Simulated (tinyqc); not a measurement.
Worked calculation: collinear exchange A + BC -> AB + C on a London-Eyring-Polanyi-Sato surface: saddle, string of images and rate. Computed by tinyqc, a small Python program that keeps every step. Command: `OMP_NUM_THREADS=1 python tinyqc.py 3113285 3113286 out.jsonl leps walk`. One thread of a shared host (Intel(R) Xeon(R) Processor @ 2.30GHz), about 0.6 s of CPU time with the checks. Intermediate numbers are printed to about 7 digits and carried at full precision; extremes and crossings named in words are read from the listed rows.

x = r(AB), y = r(BC), r(AC) = x + y. V is counted from separated atoms, the barrier from A + BC, that is V + D(BC).

Inputs (values chosen for the exercise, bond data loosely for abstraction of hydrogen from a Ge-H bond by a hydrogen atom; the barrier is not fitted):

| quantity | value | unit |
|---|---|---|
| D(AB) | 4.82 | eV |
| r0(AB) | 0.742 | angstrom |
| beta(AB) | 1.94 | 1/angstrom |
| D(BC) | 3.76 | eV |
| r0(BC) | 1.53 | angstrom |
| beta(BC) | 1.45 | 1/angstrom |
| D(AC) | 3.76 | eV |
| r0(AC) | 1.53 | angstrom |
| beta(AC) | 1.45 | 1/angstrom |
| Sato parameter S | 0.18 | - |
| step of the string | 0.2 | angstrom^2/eV |

## One point of the surface

For each pair, with u = exp(-beta (r - r0)): Q = D [(3 + S) u^2 - (2 + 6 S) u]/(4 (1 + S)), J = D [(1 + 3 S) u^2 - (6 + 2 S) u]/(4 (1 + S)); V = Q1 + Q2 + Q3 - sqrt(((J1 - J2)^2 + (J2 - J3)^2 + (J3 - J1)^2)/2). Take x = r0(AB) + 0.3 and y = r0(BC) + 0.1 angstrom.

Pair terms:

| pair | u | Q (eV) | J (eV) |
|---|---|---|---|
| AB | 0.5587797 | -0.7435616 | -3.138103 |
| BC | 0.8650223 | -0.2268670 | -3.464630 |
| AC | 0.1909202 | -0.3760968 | -0.922569 |

V = -3.742072 eV

## Relaxing the string

String of 9 images between the fixed ends (r0(AB) + 2, r0(BC)) and (r0(AB), r0(BC) + 2), started on the two straight legs through (r0(AB) + 0.3, r0(BC) + 0.3): each iteration moves the inner images by -step x gradient (central differences) and spaces them evenly again along the broken line (coordinates are kept between 0.2 and 8 angstrom); stop when no coordinate changes by more than 1e-5 angstrom, at most 400 iterations.

Course:

| iteration | highest inner image above A + BC (eV) | largest move (angstrom) |
|---|---|---|
| 1 | 13.84217 | 0.671439 |
| 2 | 3.17138 | 7.779439 |
| 3 | 3.18321 | 3.899774 |
| 4 | 3.09340 | 0.535032 |
| 5 | 2.95683 | 0.945383 |
| 6 | 2.75871 | 0.630544 |
| 7 | 2.51507 | 0.472077 |
| ... | ... | ... |
| 394 | 1.80702 | 1.021251 |
| 395 | 0.48681 | 0.567389 |
| 396 | 0.63367 | 0.745214 |
| 397 | 1.93448 | 0.993361 |
| 398 | 1.53401 | 0.898624 |
| 399 | 2.55943 | 0.784056 |
| 400 | 3.09508 | 3.921757 |

Images at the end:

| image | x (angstrom) | y (angstrom) | V + D(BC) (eV) |
|---|---|---|---|
| 0 | 2.742000 | 1.530000 | 0.005177 |
| 1 | 4.786290 | 2.171805 | 1.379465 |
| 2 | 2.792119 | 1.528339 | 0.004671 |
| 3 | 0.987684 | 1.790448 | -0.175269 |
| 4 | 3.175741 | 2.131295 | 1.274082 |
| 5 | 5.363798 | 2.472143 | 2.086366 |
| 6 | 5.113722 | 2.820688 | 2.691801 |
| 7 | 2.927861 | 3.175344 | 3.095079 |
| 8 | 0.742000 | 3.530000 | -1.050210 |

last move = 3.921757 angstrom

Not converged in 400 iterations: the residual wanders without falling. The step exceeds 2/k = 0.055 angstrom^2/eV for the stiffer bond (k = 2 D beta^2), the limit of plain descent.

Reruns converge with step of the string = 0.01; or with step of the string = 0.02.

Checks made by the program: V for A far away against -D(BC) (relative difference below 1e-10).
